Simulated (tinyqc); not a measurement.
Approximations against the iterative solution: electron mobility of a polar semiconductor by Rode's iterative solution of the Boltzmann equation. Computed by tinyqc, a small Python program. Command: `OMP_NUM_THREADS=1 python tinyqc.py 3010136 3010137 out.jsonl rode walk`. One thread of a shared host (Intel(R) Xeon(R) Processor @ 2.30GHz), about 0.01 s of CPU time with the checks.

The distribution is f(E) + e F l(E) (-df/dE) cos(theta) for a weak field F, theta counted from the force; l(E) is a mean free path. Elastic processes enter by their momentum rate, polar optical phonons by out- and in-scattering terms. One valley only: where upper valleys lie close, measured mobilities are lower. The density n is prescribed, even where a narrow-gap material would have more intrinsic carriers.

Inputs (values chosen for the exercise, modelled on CdTe): effective mass m = 0.0953 m_0; static permittivity eps_s = 10.2; high-frequency permittivity eps_inf = 7.1; density rho = 5850 kg/m^3; sound velocity v_l = 3480 m/s; acoustic deformation potential D_A = 5.8 eV; optical phonon energy hbar w = 21.1 meV; piezoelectric coupling K = 0.012; electron density n = 1.6e+16 1/cm^3; compensation ratio C = 0; temperature T = 300 K; grid points per phonon energy s = 6; iteration cap = 200.

Band: parabolic. Elastic processes: acoustic, piezoelectric, impurity.

Constants: k_B = 8.617333262e-05 eV/K; m_0 = 9.1093837015e-31 kg; e = 1.602176634e-19 C; hbar = 1.054571817e-34 J s; eps_0 = 8.8541878128e-12 F/m; k_B = 1.380649e-23 J/K; hbar = 6.582119569e-16 eV s.

Method:
- Parabolic band: E = hbar^2 k^2/(2 m), speed v = hbar k/m, states per spin, volume and energy g(E) = m k/(2 pi^2 hbar^2). Masses are multiplied by m_0 and all formulas are in SI units.
- The reduced Fermi level eta = E_F/(k_B T) solves n = 2 Z int g f dE with f = 1/(1 + exp(x - eta)) (Z = 1 unless valleys are given); screening length L_s = sqrt(eps_s eps_0 k_B T/(e^2 dn/deta)), dn/deta = 2 Z int g f (1 - f) dE.
- Integrals over x = E/(k_B T) use 160 Gauss-Legendre points in u = sqrt(x) from 0 to sqrt(max(eta, 0) + 32).
- N_I = n (1 + C)/(1 - C).
- Phonon occupation N_q = 1/(exp(hbar w/(k_B T)) - 1).
- Acoustic deformation potential (elastic, equipartition, absorption and emission together): 1/tau = 2 pi k_B T D_A^2 g(E)/(hbar rho v_l^2).
- Piezoelectric (elastic, unscreened, momentum relaxation): 1/tau = e^2 K^2 k_B T m (1 + 2 alpha E)/(2 pi eps_s eps_0 hbar^3 k), with alpha = 0 for a parabolic band.
- Singly charged impurities, momentum relaxation: 1/tau = N_I e^4 m (1 + 2 alpha E) Phi/(8 pi (eps_s eps_0)^2 hbar^3 k^3), with alpha = 0 for a parabolic band.
- Brooks-Herring: Phi = ln(1 + b) - b/(1 + b), b = 4 k^2 L_s^2.
- Polar optical, unscreened: W = e^2 w (1/eps_inf - 1/eps_s) m (1 + 2 alpha E') ln|(k + k')/(k - k')| / (4 pi eps_0 hbar^2 k), times N_q for absorption (E' = E + hbar w) and N_q + 1 for emission (E' = E - hbar w > 0), with alpha = 0 for a parabolic band; mean cosine of the angle <cos> = (k^2 + k'^2)/(2 k k') - 1/ln|(k + k')/(k - k')|.
- Energy grid E_j = (j + 1/2) hbar w/s, j = 0, 1, ..., up to (max(eta, 0) + 18) k_B T, so that E_j +/- hbar w are grid points; l = 0 beyond the grid; integrals are sums times the spacing.
- With f' = f(E'): out-scattering S_o = sum over absorption and emission of W (1 - f')/(1 - f); nu = sum of elastic rates; the in-scattering weights are c+ = W_abs <cos> (1 - f')/(1 - f) for E' = E + hbar w and c- likewise for emission.
- Iteration: l_new(E) = [v(E) + c+ l(E + hbar w) + c- l(E - hbar w)]/(nu + S_o), from l = 0.
- mu = e sum g v l f (1 - f) / (3 k_B T sum g f) over the grid; stop when mu changes by less than 1e-8 of itself.
- Self-energy RTA: l = v/(nu + S_o), the first iteration. Momentum RTA: l = v/(nu + S_o - c+ v(E + hbar w)/v - c- v(E - hbar w)/v), listed only where the denominator is positive on the whole grid. The polar-only value solves the same system with nu = 0; the elastic value takes l = v/nu.

reduced Fermi level eta = -3.82405

ionised impurity density N_I = 1.60e+16 1/cm^3

screening length L_s = 30.2944 nm

mobility mu = 1179.11 cm^2/(V s)

Mobilities:
```
method                              mu (cm^2/(V s))  deviation (%)
iterative solution                             1179            0.0
self-energy RTA                                 546          -53.7
momentum RTA                                   1239            5.1
polar phonons alone, exact                     1290            9.4
elastic processes alone                       19507         1554.4
Matthiessen's rule on the last two             1210            2.6
```

self-energy RTA mobility = 546.20 cm^2/(V s)

polar-phonon mobility = 1289.9 cm^2/(V s)

elastic mobility = 19507 cm^2/(V s)

error of the self-energy RTA = -53.677 %

What does the comparison show, and why?

The self-energy RTA is 53.7 % low: it counts every polar event as a full loss of current, though forward events keep part of it. Here hbar w/k_B T = 0.82. Matthiessen's rule is 2.6 % high. The momentum RTA deviates by +5.1 %.
